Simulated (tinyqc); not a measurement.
How errors in the targets pass to the parameters: fitting sp3s* parameters to three gaps by Newton steps.

J:
```
            Vss      Exa      Exc
Gamma  -0.91417  0.00000  0.00000
X       0.00000  0.31390  0.00000
L      -0.24202  0.08071  0.06209
```

The gaps at Gamma, X and L of an sp3s* model are fitted with Vss, Exa and Exc; J holds the derivatives of the gaps by these parameters at the start. The change of each parameter for +10 meV on one target is 10 J^-1, in meV.

Shifts (meV):

| target raised | Vss | Exa | Exc |
|---|---|---|---|
| Gamma | -10.9 | 0.0 | -42.6 |
| X | 0.0 | 31.9 | -41.4 |
| L | 0.0 | 0.0 | 161.1 |

root sum of squares (meV): Vss 10.9, Exa 31.9, Exc 171.7

What can be read from this table?

Independent errors of 10 meV leave Exc least certain (172 meV) and Vss best fixed (10.9 meV). The largest single entry, 161 meV, comes from the target at L.

(tinyqc, `OMP_NUM_THREADS=1 python tinyqc.py 1452224 1452225 out.jsonl`, Intel(R) Xeon(R) Processor @ 2.30GHz, 1 thread, shared host, about 0.1 s.)
